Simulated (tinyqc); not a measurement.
Deep level as a short-range spherical well: one step. Thermal emission.

Thermal emission e = sn v Nc exp(-Et/kB T), v = sqrt(6 c kB T/m)/hbar, Nc = 2 gv (m kB T/(4 pi c))^(3/2), c = hbar^2/2m0, one mass for both, degeneracy ratio 1; 1 angstrom = 1e-8 cm.

Constants: hbar^2/2m0 = 3.80998211 eV angstrom^2; kB = 8.617333262e-05 eV/K; hbar = 6.58211957e-16 eV s.

Values chosen for the exercise (near those of InP; the results hold for these values, not for the real material):

| symbol | value | unit | meaning |
|---|---|---|---|
| m | 0.084 | m0 | mass |
| gv | 1 |  | valleys |
| sn | 27 | x 1e-16 cm^2 | capture cross-section |
| T | 150 | K | temperature |

Et = 0.508731 eV

Problem. Give v, Nc, e and 1/e.

Give: v; Nc; e; 1/e.

Solution.

v = 2.849 x 1e7 cm/s
Nc = 0.2160 x 1e18/cm^3
e = 1.34e-07 1/s
1/e = 7.45e+06 s

Program tinyqc; command `OMP_NUM_THREADS=1 python tinyqc.py 1282531 1282532 out.jsonl`; about 0.01 s on one thread of a shared Intel(R) Xeon(R) Processor @ 2.30GHz.
